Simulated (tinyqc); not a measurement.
Which substrate gives the strongest standing wave: standing waves and exposure in a photoresist film.

Parameters, chosen for this exercise: lam = 248 nm (vacuum wavelength); n1 = 1.76 (resist index); A = 0.08 1/micrometre (bleachable absorption (Dill A)); B = 0.94 1/micrometre (fixed absorption (Dill B)).

r12 = (N1 - Ns)/(N1 + Ns) with N1 = n1 + i (A + B) lam/(4 pi), lam in micrometres, and Ns = ns + i ks chosen for the exercise, each substrate thick; contrast 2|r|/(1 + |r|^2); the intensity at the interface relative to the forward wave is |1 + r12|^2.

Cases:

| case | ns | ks |
|---|---|---|
| near polySi | 1.675 | 2.834 |
| near W | 3.463 | 2.776 |
| near Cu | 1.494 | 1.745 |
| near Al | 0.188 | 2.894 |
| near Si | 1.592 | 3.508 |

Rank the cases by |r12|^2, lowest first.

Answer: near Cu, near W, near polySi, near Si, near Al.

Results:

| case | ns | ks | \|r12\|^2 | contrast | phase (degrees) | \|1 + r12\|^2 |
|---|---|---|---|---|---|---|
| near polySi | 1.675 | 2.834 | 0.3973 | 0.902 | -128.0 | 0.621 |
| near W | 3.463 | 2.776 | 0.2990 | 0.842 | -149.9 | 0.353 |
| near Cu | 1.494 | 1.745 | 0.2223 | 0.771 | -109.7 | 0.904 |
| near Al | 0.188 | 2.894 | 0.8733 | 0.998 | -117.6 | 1.009 |
| near Si | 1.592 | 3.508 | 0.5148 | 0.947 | -133.7 | 0.523 |

The strongest reflector is the case near Al (0.873) and the weakest near Cu (0.2223). The intensity at the interface depends on the phase too: it is lowest for the case near W (0.353, phase -150 degrees) and highest for near Al (1.009); a strong reflector with a phase of 180 degrees would put a node there.

Program tinyqc; command `OMP_NUM_THREADS=1 python tinyqc.py 1682644 1682645 out.jsonl`; about 0.01 s on one thread of a shared Intel(R) Xeon(R) Processor @ 2.30GHz.
